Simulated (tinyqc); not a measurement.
Sputter depth profiling of a dopant layer: erosion rate, quantification and the mixing-roughness response: one step, computed by the program tinyqc.

A rastered ion beam erodes silicon (49.94 atoms per nm^3). The measured profile is the true one convolved with a depth response.

Question. Erosion and sensitivity. Scaling chosen for the exercise: yield Y = Y1 E^0.5, mixing length w = w1 E^0.5 (E in keV). Erosion rate = Y I/(e x raster^2 x density); depth step = rate x counting time; concentration = RSF x counts/matrix counts; detection limit = RSF x 3 sqrt(background x time)/(matrix rate x time).

Inputs (values chosen for the exercise, modelled on a dopant in silicon under an oxygen or caesium beam):
```
quantity                           value    unit
beam energy E                       0.36     keV
beam current                          32      nA
raster side                          300      um
sputter yield at 1 keV              0.82       -
mixing length at 1 keV               2.1      nm
relative sensitivity factor RSF  9.2e+20  1/cm^3
matrix count rate                 830000     1/s
background count rate                1.3     1/s
counting time per point              0.5       s
```

True profile: box.

Constants: e = 1.602176634e-19 C.

Give: yield Y; mixing length w; erosion rate; depth step; detection limit.

Answer.

yield Y = 0.492

mixing length w = 1.26 nm

erosion rate = 0.02186 nm/s

depth step = 0.01093 nm

detection limit = 5.362e+15 1/cm^3

Caution: with so few background counts Poisson statistics, not 3 sqrt(N), set the true limit.
